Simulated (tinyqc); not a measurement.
Hole mobility in a silicon inversion layer, empirical terms and Matthiessen rule: two steps of the calculation.

Inversion layer of sheet density Ns on a uniformly doped body, under a high-permittivity gate with an interlayer. The mobility terms are empirical power laws with prefactors chosen for the exercise; adding their inverses (Matthiessen) is itself an approximation.

Values chosen for this exercise; material values close to those of silicon: temperature T = 300 K; band gap Eg = 1.12 eV; relative permittivity of the semiconductor eps_r = 11.5; conduction-band density of states at T Nc = 2.81e19 cm^-3; valence-band density of states at T Nv = 2.7e19 cm^-3; body doping Nb = 6.6e16 cm^-3; reverse body bias Vsb = 0.6 V; weight of the inversion charge in the effective field eta = 0.3333; gate capacitance Cox = 2.07 uF/cm^2; inversion density Ns = 5.6e12 cm^-2; ratio W/L WL = 10; drain voltage Vd = 0.05 V.

Constants: q = 1.602176634e-19 C, kB = 1.380649e-23 J/K, Vt = kB T/q, eps0 = 8.8541878128e-14 F/cm where lengths are in cm. Results are converted to the units shown.

Task 1. Depletion charge and effective field. ni = sqrt(Nc Nv) exp(-Eg/(2 Vt)), Eg in volts; Ndep = sqrt(2 eps0 eps_r Nb (2 Vt ln(Nb/ni) + Vsb)/q); E = q (Ndep + eta Ns)/(eps0 eps_r), in MV/cm.

Find: ni; Ndep; E.

Result 1.

ni = 1.0776e10 cm^-3
Ndep = 1.0868e12 cm^-2
E = 0.46470 MV/cm

The depletion charge gives 36.8 % of the field.

Task 2. Split C-V extraction. Q(Vg) is the trapezoid sum of Cgc from the first point (where Q is taken as 0); mu_eff = I/((W/L) Q Vd); mu_FE = (dI/dVg)/((W/L) Cox Vd) with a backward difference. Listed from point 4 on.

```
point  Vg (V)  Cgc (uF/cm^2)        I (uA)
0           0   3.1282855e-5  4.6203127e-9
1        0.05   1.6814359e-4  1.3345995e-7
2         0.1   9.0350097e-4  3.8501811e-6
3        0.15   0.0048473310  1.1032451e-4
4         0.2    0.025791602  0.0030510475
5        0.25     0.13147047   0.071269596
6         0.3     0.55301761    0.94677869
7        0.35      1.3705744     4.9214092
8         0.4      1.8905194     11.953460
9        0.45      2.0340747     19.580093
10        0.5      2.0632208     26.763092
11       0.55      2.0687355     33.380038
12        0.6      2.0697646     39.490325
```

Give: Q; mu_eff; mu_FE.

Result 2.

```
point  Q (uC/cm^2)  mu_eff (cm^2/(V s))  mu_FE (cm^2/(V s))
4         9.415e-4                6.481             0.05683
5         0.004873                29.25               1.318
6          0.02199                86.13               16.92
7          0.07008                140.5               76.80
8           0.1516                157.7               135.9
9           0.2497                156.8               147.4
10          0.3521                152.0               138.8
11          0.4554                146.6               127.9
12          0.5589                141.3               118.1
```

At the last point mu_FE is 16 % below mu_eff: where the mobility falls with gate voltage the slope of I understates it.

tinyqc, about 0.01 s, one thread, Intel Xeon 2.30GHz (shared host): `OMP_NUM_THREADS=1 python tinyqc.py 2510148 2510149 out.jsonl`
